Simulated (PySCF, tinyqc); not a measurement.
FCI on RHF in the sto-6g basis, for H3-, spin multiplicity 1, step by step. The basis has no diffuse functions, so it cannot describe the extra electron: this is an exercise in the method, not the real anion. The lowest restricted solution is unstable here: a spin-polarised one lies 0.1554 hartree lower (PySCF). One step of it, computed by the program tinyqc.

Task: Iteration 1: building the Fock matrix. J_ij = sum D_kl (ij|kl), K_ij = sum D_kl (ik|jl); F = H + J - 0.5 K; E = tr D H + tr D J / 2 - 0.25 tr D K + E_nn.

D at the start:
```
           1H 1s      2H 1s     3H 1s
1H 1s   1.877958  -1.065669  0.406225
2H 1s  -1.065669   1.877958  0.406225
3H 1s   0.406225   0.406225  0.406305
```

core Hamiltonian H = T + V (hartree):
```
           1H 1s      2H 1s      3H 1s
1H 1s  -1.253658  -0.552479  -0.552612
2H 1s  -0.552479  -1.253658  -0.552612
3H 1s  -0.552612  -0.552612  -1.253708
```

Two-electron integrals (ij|kl) in chemists' order, unique and non-zero (hartree):
```
(11|11) 0.774999   (21|11) 0.179953   (21|21) 0.060477   (22|11) 0.381202
(22|21) 0.179953   (22|22) 0.774999   (31|11) 0.180007   (31|21) 0.052062
(31|22) 0.131280   (31|31) 0.060510   (32|11) 0.131280   (32|21) 0.052062
(32|22) 0.180007   (32|31) 0.052074   (32|32) 0.060510   (33|11) 0.381245
(33|21) 0.131259   (33|22) 0.381245   (33|31) 0.180007   (33|32) 0.180007
(33|33) 0.774999
```

nuclear repulsion = 1.18306439 hartree

Give: Coulomb J; exchange K; Fock matrix F; total energy of this density.

Result:

Coulomb J (hartree):
```
        1H 1s   2H 1s   3H 1s
1H 1s  2.1956  0.6849  0.6382
2H 1s  0.6849  2.1956  0.6382
3H 1s  0.6382  0.6382  1.7595
```

exchange K (hartree):
```
        1H 1s   2H 1s   3H 1s
1H 1s  1.3986  0.3753  0.5675
2H 1s  0.3753  1.3986  0.5675
3H 1s  0.5675  0.5675  0.7237
```

Fock matrix F (hartree):
```
         1H 1s    2H 1s    3H 1s
1H 1s   0.2426  -0.0552  -0.1981
2H 1s  -0.0552   0.2426  -0.1981
3H 1s  -0.1981  -0.1981   0.1440
```

total energy of this density = -0.903408 hartree
